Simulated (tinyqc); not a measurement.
Worked calculation: sp3 tight binding, zinc-blende lattice. Computed by tinyqc, a small Python program that keeps every step. Command: `OMP_NUM_THREADS=1 python tinyqc.py 31591 31592 out.jsonl` (the two numbers bound the seeds that draw the settings). One thread of a shared host (Intel(R) Xeon(R) Processor @ 2.60GHz), about 0.01 s of CPU time with the checks.

## Bloch Hamiltonian at k

Parameters chosen for this model: zinc-blende lattice, anion at 0, cation at a/4 (1,1,1); V = eta hbar^2 / (m d^2), hbar^2/m = 7.619964 eV angstrom^2:
```
parameter          value      unit
a               6.280000  angstrom
d               2.719320  angstrom
Es anion      -13.260000        eV
Ep anion       -7.720000        eV
Es cation     -13.260000        eV
Ep cation      -7.720000        eV
eta ss         -1.400000
eta sp          1.840000
eta pp sigma    3.240000
eta pp pi      -0.810000
V ss           -1.442648        eV
V sp            1.896052        eV
V pp sigma      3.338700        eV
V pp pi        -0.834675        eV
```

k point k (2 pi / a): -0.070000  -0.040000  0.250000

Slater-Koster rules over the four bonds with direction cosines (l, m, n): ss V_ss; s-px l V_sp; px-s -l V_sp; px-px l^2 V_pps + (1 - l^2) V_ppp; px-py l m (V_pps - V_ppp); each times exp(i k.d).

H(k) at k (eV), lower triangle (Hermitian):
```
                      a s                 a px                 a py                a pz
a s            -13.260000
a px             0.000000            -7.720000
a py             0.000000             0.000000            -7.720000
a pz             0.000000             0.000000             0.000000           -7.720000
c s   -5.288679-0.015216i  -0.104581-0.443047i  -0.183516-0.252481i  0.027874+1.662267i
c px   0.104581+0.443047i   2.039919+0.005869i  -0.035422-2.112405i  0.233212+0.320852i
c py   0.183516+0.252481i  -0.035422-2.112405i   2.039919+0.005869i  0.132901+0.563023i
c pz  -0.027874-1.662267i   0.233212+0.320852i   0.132901+0.563023i  2.039919+0.005869i

             c s       c px       c py       c pz
c s   -13.260000
c px    0.000000  -7.720000
c py    0.000000   0.000000  -7.720000
c pz    0.000000   0.000000   0.000000  -7.720000
```

## Levels at k

Diagonalise the Hermitian matrix.

eigenvalues (eV): -18.782414  -11.069371  -10.705827  -10.502781  -6.974983  -5.385407  -4.750689  -4.668527

weights |c|^2 of the basis functions:
```
        band 1    band 2    band 3    band 4    band 5    band 6    band 7    band 8
a s   0.491189  0.096327  0.001067  0.031096  0.368255  0.007046  0.000388  0.004631
a px  0.000620  0.134265  0.146767  0.214168  0.005546  0.009991  0.338024  0.150620
a py  0.000210  0.089245  0.346270  0.057904  0.014000  0.004861  0.159877  0.327633
a pz  0.007981  0.180163  0.005896  0.196832  0.112199  0.478102  0.001711  0.017116
c s   0.491189  0.096327  0.001067  0.031096  0.368255  0.007046  0.000388  0.004631
c px  0.000620  0.134265  0.146767  0.214168  0.005546  0.009991  0.338024  0.150620
c py  0.000210  0.089245  0.346270  0.057904  0.014000  0.004861  0.159877  0.327633
c pz  0.007981  0.180163  0.005896  0.196832  0.112199  0.478102  0.001711  0.017116
```

## Bloch Hamiltonian at X

k point X (2 pi / a): 1  0  0

As before.

H(k) at X (eV), lower triangle (Hermitian):
```
                     a s                a px                a py                a pz
a s           -13.260000
a px            0.000000           -7.720000
a py            0.000000            0.000000           -7.720000
a pz            0.000000            0.000000            0.000000           -7.720000
c s             0.000000  0.000000+4.378744i            0.000000            0.000000
c px  0.000000-4.378744i            0.000000            0.000000            0.000000
c py            0.000000            0.000000            0.000000  0.000000-5.564500i
c pz            0.000000            0.000000  0.000000-5.564500i            0.000000

             c s       c px       c py       c pz
c s   -13.260000
c px    0.000000  -7.720000
c py    0.000000   0.000000  -7.720000
c pz    0.000000   0.000000   0.000000  -7.720000
```

## Levels at X

As before.

eigenvalues (eV): -15.671341  -15.671341  -13.284500  -13.284500  -5.308659  -5.308659  -2.155500  -2.155500

## Bands along a path

The same steps at evenly spaced points between the labelled ones.

Bands along the path (eV):
```
k             band 1      band 2      band 3      band 4     band 5     band 6     band 7     band 8
L         -17.179041  -15.170235  -11.615150  -11.615150  -7.376069  -3.824850  -3.824850  -2.234656
L-G 0.25  -17.677340  -14.366305  -11.418080  -11.418080  -7.319067  -4.021920  -4.021920  -2.597288
L-G 0.50  -18.381615  -12.777447  -10.892253  -10.892253  -7.207487  -4.547747  -4.547747  -3.593451
L-G 0.75  -18.862577  -11.004127  -10.259799  -10.259799  -7.232003  -5.180201  -5.180201  -4.861293
G         -19.030592   -9.945800   -9.945800   -9.945800  -7.489408  -5.494200  -5.494200  -5.494200
G-X 0.25  -18.804999  -10.765993  -10.680268  -10.680268  -6.939046  -5.449962  -4.759732  -4.759732
G-X 0.50  -18.139741  -12.333494  -11.957797  -11.957797  -6.139960  -5.346805  -3.482203  -3.482203
G-X 0.75  -17.072155  -14.042928  -12.931013  -12.931013  -5.580538  -5.264379  -2.508987  -2.508987
X         -15.671341  -15.671341  -13.284500  -13.284500  -5.308659  -5.308659  -2.155500  -2.155500
X-W 0.25  -15.671341  -15.671341  -13.284500  -13.284500  -5.308659  -5.308659  -2.155500  -2.155500
X-W 0.50  -15.671341  -15.671341  -13.284500  -13.284500  -5.308659  -5.308659  -2.155500  -2.155500
X-W 0.75  -15.671341  -15.671341  -13.284500  -13.284500  -5.308659  -5.308659  -2.155500  -2.155500
W         -15.671341  -15.671341  -13.284500  -13.284500  -5.308659  -5.308659  -2.155500  -2.155500
```

With 4 band(s) filled, the highest filled level on these points lies at G and the lowest empty one at G: a gap of 2.4564 eV, direct.
